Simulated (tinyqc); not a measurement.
Deep-level transient spectroscopy (DLTS) of one majority-carrier trap: one step, computed by the program tinyqc. Command: `OMP_NUM_THREADS=1 python tinyqc.py 3006332 3006333 out.jsonl dlts walk`. One thread of a shared host (Intel(R) Xeon(R) Processor @ 2.30GHz), about 0.08 s of CPU time with the checks.

A filling pulse loads the traps in a one-sided junction; under reverse bias they empty at the rate e, and the capacitance relaxes as C(t) = C_0 - dC exp(-e t). The signal is S = [C(t_2) - C(t_1)]/dC.

Problem. Peak temperature and width. e = g sigma v N_b exp(-E/k_B T), v = sqrt(3 k_B T/m), N_b = 2 M (2 pi m k_B T/h^2)^(3/2), sigma = sigma_0, E = E_t. S(e) = exp(-e t_1) - exp(-e t_2) peaks at the rate window e_0 = ln(t_2/t_1)/(t_2 - t_1). T_p solves e(T) = e_0 (bisection between 15 and 1500 K); the half-height points solve S = S_max/2 on either side.

Inputs (values chosen for the exercise, for a model semiconductor):

| quantity | value | unit |
|---|---|---|
| density-of-states mass m | 0.231 | m_0 |
| valleys M | 1 | - |
| trap depth E_t | 0.29 | eV |
| cross-section sigma_0 | 7.6e-16 | cm^2 |
| degeneracy ratio g | 0.5 | - |
| gate time t_1 | 0.0002 | s |
| ratio t_2/t_1 | 4 | - |
| temperature T | 145 | K |

Carriers: electrons. Extra term: none.

rate window e_0 = 2310.491 1/s

peak height S_max = 0.4724704

Constants: k_B = 8.617333262e-05 eV/K; k_B = 1.380649e-23 J/K; m_0 = 9.1093837015e-31 kg; h = 6.62607015e-34 J s.

Give: peak temperature T_p; lower half-height point; upper half-height point; full width.

Solution.

peak temperature T_p = 216.14 K

lower half-height point = 198.85 K

upper half-height point = 230.92 K

full width = 32.077 K

The width is 14.8 % of T_p, and E_t is 15.6 k_B T_p.
